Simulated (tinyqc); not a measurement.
Comparisons within one model: band edges of strained Si(1-x)Ge(x) on relaxed Si(1-y)Ge(y). A value that a table varies takes the place of the one given here.

Values are linear in the Ge fraction but for ED(x) = linear - CD x (1 - x) and a(x) = linear - Ca x (1 - x). Energies are on the common scale of Ev.

Coherent growth on a (001) face: e_par = (a(y) - a(x))/a(x), e_perp = -2 (C12/C11) e_par; exx = eyy = e_par, ezz = e_perp, no shear.

A valley with unit axis u lies at Ev + gap + (av + a_valley) tr(e) + Xu (u.e.u - tr(e)/3); the Delta axes are x, y, z and the L axes [111], [1-1-1], [-11-1], [-1-11]. The second-order shift of the Delta valleys under shear is left out; it lowers the pair normal to the sheared plane by tens of meV at a shear of 1 %.

Valence edges: Ev plus the levels of the 6 x 6 matrix of X, Y, Z times spin with -Dso/3 + l exx + m (eyy + ezz) on the diagonal (cyclic), n exy off it, l = av + 2 b, m = av - b, n = sqrt(3) d. Spin-orbit term (Dso/3) L.sigma on X, Y, Z with (L_k)_ij = -i epsilon_kij: <X+|H|Y+> = -i Dso/3, <X+|H|Z-> = Dso/3, <Y+|H|Z-> = -i Dso/3, <Z+|H|X-> = -Dso/3, <Z+|H|Y-> = i Dso/3, <X-|H|Y-> = i Dso/3, and their conjugates; + and - are the spin along z.

Coherent growth: e_par = (a(y) - a(x))/a(x). (001): e_perp = -2 (C12/C11) e_par; exx = eyy = e_par, ezz = e_perp, no shear. (111): e_perp = -(2 C11 + 4 C12 - 4 C44)/(C11 + 2 C12 + 4 C44) e_par; exx = eyy = ezz = (2 e_par + e_perp)/3 and exy = eyz = ezx = (e_perp - e_par)/3. (110): e_perp = -(C11 + 3 C12 - 2 C44)/(C11 + C12 + 2 C44) e_par; exx = eyy = (e_par + e_perp)/2, ezz = e_par, exy = (e_perp - e_par)/2, eyz = ezx = 0.

Values chosen for the exercise (end members near Si and Ge, in this order; shifted at random, so the results belong to these values and not to a real crystal): a = (5.427, 5.654) angstrom (lattice constant); Dso = (0.043, 0.294) eV (spin-orbit splitting); av = (2.42, 1.26) eV (valence hydrostatic potential); b = (-2.08, -2.52) eV (tetragonal shear potential); d = (-4.86, -5.23) eV (trigonal shear potential); C11 = (166.4, 127.9) GPa; C12 = (63.3, 48.9) GPa; C44 = (80, 67.6) GPa; Ev = (0, 0.7) eV (top of the unstrained valence band); ED = (1.138, 0.918) eV (gap to the Delta valleys); EL = (1.977, 0.736) eV (gap to the L valleys); aD = (1.8, 1.37) eV (hydrostatic potential of the Delta gap); aL = (-3.18, -2.51) eV (hydrostatic potential of the L gap); XuD = (9.39, 9.6) eV (uniaxial potential, Delta); XuL = (16.76, 14.94) eV (uniaxial potential, L); CD = 0.193 eV (bowing of the Delta gap); Ca = 0 angstrom (bowing of the lattice constant); face = 001 (growth face); y = 0.35 (Ge fraction of the relaxed buffer); x = 0 (Ge fraction of the layer).

## Composition of the layer

The buffer is kept. dEc = Ec(buffer) - Ec(layer), dEv = Ev(layer) - Ev(buffer); buffer edges Ev(y) and Ev(y) + min(ED, EL). The digit behind Delta or L counts whole valleys.

Results:
```
x     e_par (%)  lowest valleys  gap (eV)  next valleys above (meV)  valence splitting (meV)  dEc (eV)  dEv (eV)
0.00       1.46          Delta2     0.914                       242                      149     0.209    -0.106
0.13       0.92          Delta2     0.953                       152                       87     0.139    -0.075
0.26       0.37          Delta2     0.992                        62                       32     0.060    -0.036
0.39      -0.16          Delta4     0.987                        27                       12    -0.001     0.031
0.51      -0.66          Delta4     0.902                       110                       44    -0.008     0.124
0.64      -1.18          Delta4     0.815                       198                       72    -0.026     0.228
0.77      -1.70          Delta4     0.735                       270                       96    -0.053     0.334
0.90      -2.22          Delta4     0.662                       172                      118    -0.089     0.444
```

The gap is 0.914 eV in the first row and 0.662 eV in the last, with its largest listed value, 0.992 eV, at x = 0.26. The lowest valleys change: Delta2 to Delta4 between x = 0.26 and 0.39. Per 0.1 of x the valence offset moves by +61 meV on average; the conduction offset lies between -89 and +209 meV. Electrons and holes sit on opposite sides in every row (type II). Offsets below about 30 meV are within the spread of parameter sets, so those rows do not settle the type. Strains above 2 % can be kept only in layers of a few nanometres.

## Composition of the buffer

The layer is kept. dEc = Ec(buffer) - Ec(layer), dEv = Ev(layer) - Ev(buffer); buffer edges Ev(y) and Ev(y) + min(ED, EL). The digit behind Delta or L counts whole valleys.

Results:
```
y     e_par (%)  lowest valleys  gap (eV)  next valleys above (meV)  valence splitting (meV)  dEc (eV)  dEv (eV)
0.08       0.33          Delta2     1.091                        55                       29     0.044    -0.029
0.16       0.67          Delta2     1.040                       111                       64     0.090    -0.053
0.24       1.00          Delta2     0.987                       166                       99     0.138    -0.075
0.31       1.30          Delta2     0.941                       214                      131     0.183    -0.095
0.39       1.63          Delta2     0.887                       270                      167     0.236    -0.117
0.47       1.97          Delta2     0.834                       325                      203     0.291    -0.139
0.55       2.30          Delta2     0.780                       380                      240     0.350    -0.160
```

The gap is 1.091 eV in the first row and 0.780 eV in the last. The lowest valleys are Delta2 throughout. Per 0.1 of y the valence offset moves by -28 meV on average; the conduction offset lies between +44 and +350 meV. Electrons and holes sit on opposite sides in every row (type II). Offsets below about 30 meV are within the spread of parameter sets, so those rows do not settle the type. Strains above 2 % can be kept only in layers of a few nanometres.

## The same layer on three faces

dEc = Ec(buffer) - Ec(layer), dEv = Ev(layer) - Ev(buffer); buffer edges Ev(y) and Ev(y) + min(ED, EL). The digit behind Delta or L counts whole valleys.

Results:
```
face   e_par (%)  lowest valleys  gap (eV)  next valleys above (meV)  valence splitting (meV)  dEc (eV)  dEv (eV)  Delta spread (meV)  L spread (meV)
(001)       1.46          Delta2     0.914                       242                      149     0.209    -0.106                 242               0
(111)       1.46          Delta6     1.074                       490                      165     0.027    -0.084                   0             313
(110)       1.46          Delta4     1.040                       103                      157     0.066    -0.089                 103             246
```

On (001) only the Delta valleys split (242 meV), on (111) only the L valleys (313 meV), on (110) both (103 and 246 meV). The lowest valleys are Delta2 on (001), Delta6 on (111) and Delta4 on (110); the smallest gap is 0.914 eV on (001) and the largest 1.074 eV on (111).

## What each parameter does

dEc = Ec(buffer) - Ec(layer), dEv = Ev(layer) - Ev(buffer); buffer edges Ev(y) and Ev(y) + min(ED, EL). Each row changes one parameter from the base and keeps the others.

Results:
```
case                        gap (eV)  valence splitting (meV)  dEc (eV)  dEv (eV)
base                          0.9141                    148.8    0.2089   -0.1059
x = 0.03                      0.9228                    134.4    0.1937   -0.0994
y = 0.38                      0.8940                    162.5    0.2290   -0.1141
CD = 0.243 eV                 0.9141                    148.8    0.1975   -0.1059
d = (-5.589, -6.014) eV       0.9141                    148.8    0.2089   -0.1059
XuD = (10.798, 11.04) eV      0.8899                    148.8    0.2331   -0.1059
aL = (-3.657, -2.886) eV      0.9141                    148.8    0.2089   -0.1059
C12 = (72.795, 56.235) GPa    0.8938                    159.1    0.2264   -0.1031
Ev = (0, 0.805) eV            0.9141                    148.8    0.2457   -0.1426
```

The largest shifts from the base row, up to three for each result and ties (the steps differ in size, so this ranks the rows, not the parameters). gap (eV): XuD -0.0242, C12 -0.0203, y -0.0201; unchanged at the printed digits by CD, d, aL and Ev. valence splitting (meV): x -14.5, y +13.6, C12 +10.3; unchanged at the printed digits by CD, d, XuD, aL and Ev. dEc (eV): Ev +0.0368, XuD +0.0242, y +0.0201; unchanged at the printed digits by d and aL. dEv (eV): Ev -0.0368, y -0.0082, x +0.0065; unchanged at the printed digits by CD, d, XuD and aL. The lowest valleys of the layer are Delta2, so among the conduction-band potentials only those of that family reach the gap and dEc; the buffer is unstrained. A shift large enough to swap the lowest family would change that.

(tinyqc, `OMP_NUM_THREADS=1 python tinyqc.py 1080760 1080761 out.jsonl`, Intel(R) Xeon(R) Processor @ 2.30GHz, 1 thread, shared host, about 0.01 s.)
